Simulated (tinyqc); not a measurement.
# Worked calculation: delta-doped HEMT, charge control

Numbers from tinyqc (`OMP_NUM_THREADS=1 python tinyqc.py 2180135 2180136 out.jsonl`; about 0.01 s on one thread of a shared Intel Xeon 2.30GHz). Printed values are rounded.

A two-dimensional electron gas of density ns under a barrier. EF and the subbands are counted from the conduction-band edge of the channel at the interface. Two subbands of a triangular well with an infinite wall, parabolic band, no carriers in the barrier.

Values chosen for this exercise; material values close to those of InGaP on GaAs:

| symbol | value | unit | meaning |
|---|---|---|---|
| T | 400 | K | temperature |
| d | 43 | nm | barrier thickness from gate to channel |
| ds | 5.7 | nm | undoped spacer next to the channel |
| me | 0.065 | m0 | electron mass in the channel |
| ec | 12.5 |  | relative permittivity of the channel |
| ebr | 11.5 |  | relative permittivity of the barrier |
| phiB | 0.962 | eV | barrier height of the gate |
| dEc | 0.13 | eV | conduction-band offset |
| ND | 4e12 | cm^-2 | sheet density of the donor plane at ds from the channel |
| eta | 0.6875 |  | share of ns that counts in the confining field |
| Nb | 0 | cm^-2 | depletion charge of the buffer |
| Vg | -1.36 | V | gate voltage |

Constants: q = 1.602176634e-19 C, kB = 1.380649e-23 J/K, hbar = 1.054571817e-34 J s, m0 = 9.1093837015e-31 kg, Vt = kB T/q, eps0 = 8.8541878128e-14 F/cm where lengths are in cm, hbar^2/(2 m0) = 0.0380998212 eV nm^2. Results are converted to the units shown.

## Barrier and off voltage

Fully depleted barrier with eb = ebr: Vp = q ND (d - ds)/(eps0 eb); donors per area ND; Voff = phiB - dEc - Vp.

Vp = 2.347646 V
donors per area = 4e12 cm^-2
eb = 11.5
Voff = -1.515646 V

## Starting value

ns = 1.4e11 cm^-2, about 0.6 of eps0 eb (Vg - Voff)/(q d).

ns at the start = 1.4e11 cm^-2

## Iteration 1: new ns

F = q (eta ns + Nb)/(eps0 ec) in eV/nm; E_k = a_k (C F^2/me)^(1/3), a_0 = 2.338107, a_1 = 4.087949, C = hbar^2/(2 m0); D = me m0 q/(pi hbar^2); ns = D Vt [ln(1 + exp((EF - E_0)/Vt)) + ln(1 + exp((EF - E_1)/Vt))], which gives EF = E_0 + Vt ln{2 s/[(1 + u) + sqrt((1 + u)^2 + 4 u s)]} with s = exp(ns/(D Vt)) - 1, u = exp((E_0 - E_1)/Vt). Newton: g = ns + Nb - eps0 eb (Vg - Voff - EF)/(q d), ns(new) = ns - g/(1 + (eps0 eb/(q d)) dEF/dns), the derivative by central differences over +/- 0.01 % of ns.

E_0 = 0.02441008 eV
E_1 = 0.04267861 eV
EF = -0.05565194 eV
dEF/dns = 0.4053422 eV per 1e12 cm^-2
ns after iteration 1 = 2.477452e11 cm^-2

## Iteration 2: new ns

As before.

E_0 = 0.03571253 eV
E_1 = 0.06243983 eV
EF = -0.02055751 eV
dEF/dns = 0.2699054 eV per 1e12 cm^-2
ns after iteration 2 = 2.568093e11 cm^-2

## Iteration 3: new ns

As before.

E_0 = 0.03657837 eV
E_1 = 0.06395366 eV
EF = -0.01814086 eV
dEF/dns = 0.2634037 eV per 1e12 cm^-2
ns after iteration 3 = 2.568410e11 cm^-2

## Course of the iteration

Stop when the step is below 1e-10 of the value, or after 30 iterations.

Course of the iteration:
```
iteration  ns before the step (cm^-2)  step (cm^-2)
1                              1.4e11       1.08e11
2                         2.477452e11        9.06e9
3                         2.568093e11        3.17e7
4                         2.568410e11           371
5                         2.568410e11        < 1e-1
```

Converged in 5 iterations.

## Fermi level, second subband and capacitance

converged ns = 2.568410e11 cm^-2

F = q (eta ns + Nb)/(eps0 ec) in eV/nm; E_k = a_k (C F^2/me)^(1/3), a_0 = 2.338107, a_1 = 4.087949, C = hbar^2/(2 m0); D = me m0 q/(pi hbar^2); ns = D Vt [ln(1 + exp((EF - E_0)/Vt)) + ln(1 + exp((EF - E_1)/Vt))], which gives EF = E_0 + Vt ln{2 s/[(1 + u) + sqrt((1 + u)^2 + 4 u s)]} with s = exp(ns/(D Vt)) - 1, u = exp((E_0 - E_1)/Vt). Gate capacitance C = q dns/dVg = eps0 eb/(d + dd), dd = (eps0 eb/q) dEF/dns. dEF/dns by central differences over +/- 0.01 % of ns.

EF = -0.01813251 eV
share of the second subband = 32.20621 %
dd = 16.73871 nm
C = 0.1704476 uF/cm^2

The rise of EF with ns acts as 16.7 nm of extra barrier, 38.9 % of d. EF is -0.14 of the band offset dEc.
